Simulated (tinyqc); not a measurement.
## Crystallisation kinetics and data retention of a phase-change cell: retention against temperature

Johnson-Mehl-Avrami-Kolmogorov law X = 1 - exp(-y^n), y = integral of k dt, k = (1/100 s) exp[-(Ec q/kB)(1/T - 1/T1)].

At fixed T the state fails at t = (-ln(1 - Xf))^(1/n)/k; ten years are 3.15576e8 s.

Parameters, values chosen for the exercise; values of the order of Ge-Sb-Te and related chalcogenides:
- Ec = 2.16 eV (activation energy of crystallisation)
- T1 = 439 K (temperature at which the rate k is 1/(100 s))
- n = 4 (Avrami exponent)
- Xf = 0.2 (crystalline share at which the state is lost)

Constants: q = 1.602176634e-19 C, kB = 1.380649e-23 J/K. Results are converted to the units shown.

Retention against temperature:
```
T (K)     k (1/s)  time to fail (s)
321    7.6658e-12         8.9657e10
338    3.8924e-10          1.7657e9
356     1.6545e-8          4.1542e7
373     4.0955e-7          1.6782e6
390     7.6642e-6             89676
407     1.1229e-4            6120.6
425     0.0015246            450.81
442      0.014734            46.649
459       0.12036            5.7104
```

What does the comparison show?

The time to fail falls from 8.97e10 to 5.71 s, a decade every 9.97 K at the cold end; ten years need T below 346.0 K.

Range of the model: One Arrhenius rate is assumed; incubation, growth from the boundary and the non-Arrhenius kinetics of the supercooled liquid are left out.

Program tinyqc, `OMP_NUM_THREADS=1 python tinyqc.py 2490031 2490032 out.jsonl`; Intel Xeon 2.30GHz, shared host, one thread, about 0.02 s.
